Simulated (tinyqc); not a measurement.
Threshold of a short bulk MOSFET: charge sharing, barrier lowering, narrow width: one step of the calculation.

n-channel device on a p-type body, depletion approximation, full ionisation. Uniform doping N = Na. Vbi from Boltzmann statistics is rough for the degenerate source. Cox = eps0 eox/tox.

Task. Long-channel threshold and scales. ni = sqrt(Nc Nv) exp(-Eg/(2 Vt)), Eg in volts; 2 pB = 2 Vt ln(N/ni); flat band Vfb - Vt ln(N/Na); Wd = sqrt(2 eps0 eps_r (2 pB - Vbs)/(q N)); body term q N Wd/Cox; long-channel VT0 = flat band + 2 pB + body term; Vbi = Vt ln(N Nsd/ni^2); scale length l = sqrt((eps_r/eox) tox Wd).

Inputs (values chosen for the exercise); band and dielectric values close to those of silicon:
- T = 400 K (temperature)
- Eg = 1.14 eV (band gap)
- eps_r = 11.8 (relative permittivity)
- Nc = 4.28e19 cm^-3 (conduction-band density of states at T)
- Nv = 4.1e19 cm^-3 (valence-band density of states at T)
- eox = 3.9 (relative permittivity of the gate insulator (close to silicon dioxide))
- tox = 1.3 nm (insulator thickness)
- Na = 2.2e17 cm^-3 (channel doping)
- Nsd = 1e20 cm^-3 (source and drain doping)
- Vfb = -1 V (flat-band voltage for the doping Na)
- Vbs = 0 V (body-source voltage)

Constants: q = 1.602176634e-19 C, kB = 1.380649e-23 J/K, Vt = kB T/q, eps0 = 8.8541878128e-14 F/cm where lengths are in cm. Results are converted to the units shown.

Give: N; 2 pB; flat band; Wd; body term; VT0; Vbi; l.

Result.

N = 2.200e17 cm^-3
2 pB = 0.7781 V
flat band = -1.000 V
Wd = 67.92 nm
body term = 0.09013 V
VT0 = -0.1317 V
Vbi = 0.9891 V
l = 16.34 nm

Numbers from tinyqc (`OMP_NUM_THREADS=1 python tinyqc.py 2002072 2002073 out.jsonl`; about 0.01 s on one thread of a shared Intel Xeon 2.30GHz).
